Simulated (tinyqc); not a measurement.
Classical Heisenberg spin chain: exact results, Metropolis, heat-bath and over-relaxation steps, and a Monte Carlo run: one step, computed by the program tinyqc.

E = -J sum_i s_i . s_(i+1) for unit vectors s_i on an open chain; K = J/(k_B T).

Question. Four single-spin steps. The given spins are first normalised. Spins 2 and 3 are updated in turn, with h = K (sum of the two neighbours). Heat bath: cos(theta) = 1 + ln(1 - r1 (1 - exp(-2 |h|)))/|h| about n = h/|h|, azimuth 2 pi r2 = phi in the frame a = n x z/|n x z|, b = n x a: s = n cos(theta) + sin(theta)(a cos(phi) + b sin(phi)); r1, r2 are the first two numbers of the row. Steps 2 and 4 are reflections, s -> 2 (s . h) h/|h|^2 - s, which keep the energy and use no random number.

Inputs (values chosen for the exercise, for a model chain of large moments): temperature T = 98.1 K.

Update: heat bath with over-relaxation.

four neighbouring spins (rows; components x, y, z):
$$\begin{pmatrix}
-0.2716 & -0.8932 & 0.3582 \\
-0.4396 & 0.3228 & -0.8382 \\
0.1089 & -0.7538 & 0.6481 \\
-0.6014 & -0.3463 & 0.7200
\end{pmatrix}$$

random numbers, one row a step:
$$\begin{pmatrix}
0.5566 & 0.6901 & 0.2271 \\
0.3859 & 0.7995 & 0.3446 \\
0.0274 & 0.6371 & 0.7581 \\
0.7029 & 0.3408 & 0.8588
\end{pmatrix}$$

K = 2.247562

Give: the table «Steps» with the columns |h|, h . s before, h . s after, move, x, y, z.

Answer.

Steps:
```
spin    |h|  h . s before  h . s after        move        x        y       z
2     4.353        -2.930        3.540   heat bath   0.1722  -0.4327  0.8849
3     4.124         3.552        3.552  reflection  -0.5119   0.0224  0.8588
2     3.797         2.964        3.769   heat bath  -0.3578  -0.5153  0.7787
3     4.444         3.953        3.953  reflection  -0.3514  -0.7978  0.4900
```
